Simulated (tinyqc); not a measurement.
# Charge pumping in an n-channel transistor: effect of temperature

The gate is pulsed from accumulation to inversion and back. Energies E are counted from the intrinsic level; Dit(E) = D0 [1 + b (2 E/Eg)^2]. During each edge the traps near the bands emit their carriers, and those between Eh and Ee recombine once a cycle.

Nc and Nv are given at 350 K and scale as T^1.5, vth as T^0.5; Eg and the cross-sections are held. ni = sqrt(Nc Nv) exp(-Eg/(2 Vt)), Eg in volts; emission times te = (dV/Va) tf and th = (dV/Va) tr; Ee = -Vt ln(vth sn ni te), Eh = +Vt ln(vth sp ni th). Nit = integral of Dit from Eh to Ee = D0 [Ee - Eh + 4 b (Ee^3 - Eh^3)/(3 Eg^2)], Qcp = q A Nit, Icp = f Qcp.

Values chosen for this exercise; band and dielectric values close to those of silicon:
- Eg = 1.11 eV (band gap)
- Nc = 3.47e19 cm^-3 (conduction-band density of states at 350 K)
- Nv = 3.34e19 cm^-3 (valence-band density of states at 350 K)
- A = 7 um^2 (gate area)
- D0 = 8.4e10 cm^-2 eV^-1 (trap density at midgap)
- b = 9 (rise of the trap density towards the band edges)
- sn = 3.1e-16 cm^2 (cross-section for electrons)
- sp = 2.2e-16 cm^2 (cross-section for holes)
- vth = 1.4e7 cm/s (thermal velocity at 350 K, one nominal value for electrons and holes)
- dV = 0.62 V (Vth - Vfb)
- Va = 1.9 V (pulse height)
- f = 1.2e5 Hz (frequency)
- tr = 370 ns (rise time)
- tf = 240 ns (fall time)

Constants: q = 1.602176634e-19 C, kB = 1.380649e-23 J/K, Vt = kB T/q. Results are converted to the units shown.

Result of one run:
```
T (K)	Ee (eV)	Eh (eV)	Nit (cm^-2)	Icp (pA)
180	0.4305	-0.4291	2.021e11	272.0
```

What becomes of these results when the temperature T is changed from 180 to 380 K, all else the same?

Result of the changed run:
```
T (K)	Ee (eV)	Eh (eV)	Nit (cm^-2)	Icp (pA)
380	0.2432	-0.2403	6.374e10	85.78
```

The whole series:
```
T (K)	Ee (eV)	Eh (eV)	Nit (cm^-2)	Icp (pA)
180	0.4305	-0.4291	2.021e11	272.0
220	0.3952	-0.3935	1.666e11	224.2
260	0.3587	-0.3567	1.350e11	181.6
300	0.3211	-0.3188	1.073e11	144.4
340	0.2826	-0.2799	8.366e10	112.6
380	0.2432	-0.2403	6.374e10	85.78
420	0.2032	-0.1999	4.726e10	63.60
```

The window Ee - Eh shrinks from 0.860 to 0.403 eV, since emission is faster when hot, and Icp falls from 272 to 63.6 pA.

Range of the model: The Fermi levels of inversion and accumulation are taken to lie beyond Ee and Eh, the flat tops to fill all traps, and no geometric current is added.

Computed by the program tinyqc: `OMP_NUM_THREADS=1 python tinyqc.py 2030024 2030025 out.jsonl`, one thread of a shared Intel Xeon 2.30GHz, about 0.01 s for the whole run.
